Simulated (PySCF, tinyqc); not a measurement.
Ways to converge the cycle: SCF convergence aids in the sto-3g basis, for H6, spin multiplicity 1. Computed by the program tinyqc with PySCF. 

Geometry (angstrom):
```
atom,x,y,z
H,0.0000,0.0000,0.0000
H,0.0000,0.0000,1.2990
H,0.0000,0.0000,2.5870
H,0.0000,0.0000,3.8860
H,0.0000,0.0000,5.1730
H,0.0000,0.0000,6.4720
```

lowest restricted solution found by these runs and by PySCF = -2.925206 hartree

RHF with one setting changed at a time; a run stops when the energy changes by less than 1e-09 hartree and the error matrix is below 1e-5. The start is the Wolfsberg-Helmholz matrix. Damping d keeps d of the old density; a shift (hartree) raises the virtual levels; DIIS n extrapolates F over n matrices.

Largest element of the error matrix X^T (FDS - SDF) X:
```
iteration,plain,damping 0.3,damping 0.6,shift 0.4,DIIS 3,DIIS 8
1,1.8e-01,1.8e-01,1.8e-01,1.8e-01,1.8e-01,1.8e-01
2,4.1e-02,3.3e-02,9.7e-02,5.7e-02,4.1e-02,4.1e-02
3,1.1e-02,2.1e-02,5.1e-02,2.5e-02,1.4e-02,1.4e-02
4,4.9e-03,1.3e-02,2.7e-02,1.7e-02,8.0e-04,8.0e-04
5,2.0e-03,7.8e-03,2.0e-02,1.1e-02,7.5e-05,9.9e-05
6,8.1e-04,4.6e-03,1.6e-02,7.1e-03,3.9e-06,1.3e-06
8,1.4e-04,1.6e-03,9.5e-03,2.9e-03,-,-
10,2.3e-05,5.6e-04,5.7e-03,1.2e-03,-,-
14,-,6.6e-05,2.0e-03,2.0e-04,-,-
20,-,-,4.0e-04,1.3e-05,-,-
30,-,-,2.7e-05,-,-,-
```

How each run ends:
```
run,iterations,E (hartree),state
plain,12,-2.925206,lowest found
damping 0.3,19,-2.925206,lowest found
damping 0.6,38,-2.925206,lowest found
shift 0.4,21,-2.925206,lowest found
DIIS 3,7,-2.925206,lowest found
DIIS 8,7,-2.925206,lowest found
```

6 of 6 runs reach the lowest restricted solution found, in 7 to 38 iterations (fastest: DIIS 3, DIIS 8). Plain steps already contract here, so damping only slows them. DIIS 3 and DIIS 8 gain by cancelling the error over several earlier matrices, much as a quasi-Newton step does. The restricted reference is unstable here: a spin-polarised solution lies 0.0688 hartree lower (PySCF), so results built on it describe a poor reference.
